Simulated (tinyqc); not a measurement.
Thermoelectric coefficients with energy filtering, Landauer integrals: one step of the calculation.

Bulk parabolic band, x = (E - Ec)/kB T, C = hbar^2/(2 m0), kB T in eV. Modes per area gv m kB T x/(4 pi C) times the back-scattering length l0 x^rr give the transport function s0 X(x), s0 = (2 q^2/h) gv m kB T l0/(4 pi C), X = x^(1 + rr), multiplied by tb for x < xb. I_k = int X (x - eta)^k w dx, w = 1/(4 cosh^2((x - eta)/2)).

Task. Coefficients of the electrons. sigma = s0 I_0, S = -(kB/q) I_1/I_0, Lorenz number L = (kB/q)^2 [I_2/I_0 - (I_1/I_0)^2], kappa_e = L sigma T.

Parameters, values chosen for the exercise:
```
symbol  value  unit                             meaning
T         400     K                         temperature
m        0.19    m0                  mass of one valley
gv          6                                   valleys
l0       0.69    nm     back-scattering length at x = 1
rr          1            energy exponent of that length
eta       5.8        reduced Fermi level (EF - Ec)/kB T
```

Constants: q = 1.602176634e-19 C, kB = 1.380649e-23 J/K, hbar = 1.054571817e-34 J s, h = 6.62607015e-34 J s, m0 = 9.1093837015e-31 kg, Vt = kB T/q, hbar^2/(2 m0) = 0.0380998212 eV nm^2. Results are converted to the units shown.

converged I_0, I_1, I_2: [12.140802, 34.348729, 126.41573]

Give: s0; sigma; S; L; kappa_e.

Result.

s0 = 43.88 S/cm
sigma = 532.7 S/cm
S = -243.8 uV/K
L = 1.788 x 1e-8 V^2/K^2
kappa_e = 0.3810 W/(m K)

L is 27 % below the Sommerfeld value (pi^2/3)(kB/q)^2 = 2.443e-8 V^2/K^2.

Range of the model: Parabolic bands, elastic scattering and a fixed kL make these model figures, not those of a material.

Program tinyqc, `OMP_NUM_THREADS=1 python tinyqc.py 2800118 2800119 out.jsonl`; Intel Xeon 2.30GHz, shared host, one thread, about 0.03 s.
